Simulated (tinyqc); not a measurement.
Charge state against the Fermi level: deep level with several charge states.

Energies from Ev. The defect has charge states +1, 0, -1 with weights 1, gm exp((EF - E1)/kT), exp((2 EF - E1 - E2)/kT); the shares are the weights over their sum. Boltzmann carriers: n = Nc exp((EF - Eg)/kT), p = Nv exp(-EF/kT). Neutrality: p - n + Nd + Nt <q> = 0.

Constants: kB = 8.617333262e-05 eV/K.

Values chosen for the exercise (gap and densities of states near those of Si at this temperature; not measured data):

| symbol | value | unit | meaning |
|---|---|---|---|
| E1 | 0.427 | eV | level (+1/0) above Ev |
| E2 | 0.697 | eV | level (0/-1) above Ev |
| gm | 2 |  | degeneracy of the middle state, the others 1 |
| T | 300 | K |  |

Shares:

| EF (eV) | +1 | 0 | -1 | <q> |
|---|---|---|---|---|
| 0.068 | 1.000 | 0.000 | 0.000 | 1.000 |
| 0.158 | 1.000 | 0.000 | 0.000 | 1.000 |
| 0.248 | 0.998 | 0.002 | 0.000 | 0.998 |
| 0.338 | 0.940 | 0.060 | 0.000 | 0.940 |
| 0.428 | 0.325 | 0.675 | 0.000 | 0.325 |
| 0.518 | 0.015 | 0.985 | 0.000 | 0.014 |
| 0.609 | 0.000 | 0.983 | 0.016 | -0.016 |
| 0.699 | 0.000 | 0.649 | 0.351 | -0.351 |
| 0.789 | 0.000 | 0.054 | 0.946 | -0.946 |
| 0.879 | 0.000 | 0.002 | 0.998 | -0.998 |
| 0.969 | 0.000 | 0.000 | 1.000 | -1.000 |
| 1.059 | 0.000 | 0.000 | 1.000 | -1.000 |

Where the levels are several kT apart the middle state rules between about E1 - kT ln gm = 0.409 and E2 + kT ln gm = 0.715 eV; its largest share listed is 0.985. Each step spreads from 10 % to 90 % over 4.4 kT = 0.114 eV.

tinyqc: `OMP_NUM_THREADS=1 python tinyqc.py 1651546 1651547 out.jsonl`; about 0.01 s, one thread, shared Intel(R) Xeon(R) Processor @ 2.30GHz.
